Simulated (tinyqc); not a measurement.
Worked calculation: power iteration on a symmetric matrix. Computed by tinyqc, a small Python program that keeps every step. Settings: method = power, shift = 1.65. Command: `OMP_NUM_THREADS=1 python tinyqc.py 24117 24118 out.jsonl` (the two numbers bound the seeds that draw the settings). One thread of a shared host (Intel(R) Xeon(R) Processor @ 2.60GHz), about 0.01 s of CPU time with the checks.

## Step 1

A, lower triangle:
```
,1,2,3
1,1.12400
2,-0.59000,1.56000
3,0.52800,-1.02700,2.18400
```

vector v at the start: 0.57735  0.57735  0.57735

shift = 1.65000

w = (A - shift) v; v' = w/|w| with its largest component positive (the first on a tie); lambda = v'^T A v'.

vector after step 1: 0.32562  0.94530  -0.01938

Rayleigh quotient after step 1 = 1.18176

## Step 2

As before.

vector after step 2: 0.65660  0.22853  0.71878

Rayleigh quotient after step 2 = 1.67835

## Step 3

As before.

vector after step 3: 0.08037  0.91483  -0.39575

Rayleigh quotient after step 3 = 2.27822

## Course of the iteration

Stop when the residual |A v - lambda v| is below 1e-9.

Steps:
```
step,lambda,residual
1,1.1817571,1.02e+00
2,1.6783482,1.25e+00
3,2.2782187,1.24e+00
4,2.7552937,9.98e-01
5,3.0243810,7.00e-01
6,3.1477048,4.57e-01
7,3.1988273,2.90e-01
8,3.2191321,1.82e-01
9,3.2270593,1.13e-01
10,3.2301333,7.05e-02
11,3.2313223,4.38e-02
12,3.2317817,2.72e-02
13,3.2319591,1.69e-02
14,3.2320277,1.05e-02
15,3.2320541,6.53e-03
16,3.2320643,4.06e-03
17,3.2320683,2.52e-03
18,3.2320698,1.57e-03
19,3.2320704,9.74e-04
20,3.2320706,6.05e-04
21,3.2320707,3.76e-04
22,3.2320708,2.34e-04
23,3.2320708,1.45e-04
24,3.2320708,9.03e-05
25,3.2320708,5.61e-05
26,3.2320708,3.49e-05
27,3.2320708,2.17e-05
28,3.2320708,1.35e-05
29,3.2320708,8.36e-06
30,3.2320708,5.20e-06
```

all eigenvalues, for comparison: 0.66689  0.96903  3.23207

Not converged in 30 steps: the residual falls only by the ratio of the two largest distances of eigenvalues from the shift, 0.62 a step.
